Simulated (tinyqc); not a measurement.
Donors with valley-orbit split 1s states: one step. Neutrality. Three cases, with inputs chosen for the exercise.

Task: Solve for eta.

Each donor binds at most one electron, in any of its states. For a site s, W_s = sum over its states of g exp(E/kT), and the ionised share is 1/(1 + W_s exp(eta)), eta = (EF - Ec)/kT; n = Nc F_1/2(eta); neutrality n + NA = ND x (mean ionised share); holes are neglected. Nc from N = 2 (m kB T/(4 pi c))^(3/2) with c = hbar^2/2m0, in 1/angstrom^3; times 1e24 for 1/cm^3, m = md. F_j(eta) = (1/Gamma(j + 1)) integral_0^infinity x^j dx/(1 + exp(x - eta)), which tends to exp(eta) for eta << 0.

Case 1.

Values chosen (out of a larger set: near those of P in Si; not measured data): ND = 2.7e+15 1/cm^3 (donors); NA = 0 1/cm^3 (compensating acceptors, all ionised).

Nc = 5.677092e+19 1/cm^3

W_s: donor 27.86028

Case 2.

Values chosen (out of a larger set: near those of As in Si; not measured data): ND = 4.8e+16 1/cm^3 (donors); NA = 0 1/cm^3 (compensating acceptors, all ionised).

Nc = 1.511857e+19 1/cm^3

W_s: donor 106.4999

Case 3.

Values chosen (out of a larger set: near those of P in Si; not measured data): ND = 2.7e+15 1/cm^3 (donors); NA = 0 1/cm^3 (compensating acceptors, all ionised).

Nc = 3.578796e+19 1/cm^3

W_s: donor 37.45299

Give: eta; n; ionised share.

Result:

Case 1.

eta = -9.955
n = 2.70e+15 1/cm^3

ionised share: donor 0.999

n is 0.999 of ND - NA.

Case 2.

eta = -5.988
n = 3.79e+16 1/cm^3

ionised share: donor 0.789

n is 0.789 of ND - NA.

Case 3.

eta = -9.495
n = 2.69e+15 1/cm^3

ionised share: donor 0.997

n is 0.997 of ND - NA.

Computed by tinyqc, one run a case: `OMP_NUM_THREADS=1 python tinyqc.py N N+1 out.jsonl` with N = 1680244, 1680613, 1680693; one thread of a shared Intel(R) Xeon(R) Processor @ 2.30GHz, about 0.01 s a run at most.
